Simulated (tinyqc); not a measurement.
Physical sputtering: collision-cascade yield, angular dependence, faceting and resputtering in deposition: one step, computed by the program tinyqc. Command: `OMP_NUM_THREADS=1 python tinyqc.py 3030539 3030540 out.jsonl sputter walk`. One thread of a shared host (Intel(R) Xeon(R) Processor @ 2.30GHz), about 0.01 s of CPU time with the checks.

Ions start collision cascades; atoms that reach the surface with more than U leave. The target is amorphous or fine-grained.

Problem. Oblique incidence. Angular law: Y/Y0 = t^f exp(-f cos(a_opt)(t - 1)), t = 1/cos(angle), largest at a_opt. A plane tilted by the angle recedes along the beam at a speed proportional to Y(angle), and along its own normal as Y cos(angle).

Inputs (values chosen for the exercise, modelled on krypton ions on cobalt): angular exponent f = 1.5; angle of the largest yield = 78 degrees; angle of incidence = 80 degrees.

yield Y0 = 1.346415 atoms per ion

Give: Y/Y0 at the angle; yield at the angle; normal speed relative to a flat surface; largest Y/Y0.

Solution.

Y/Y0 at the angle = 3.133

yield at the angle = 4.218 atoms per ion

normal speed relative to a flat surface = 0.5440

largest Y/Y0 = 3.215
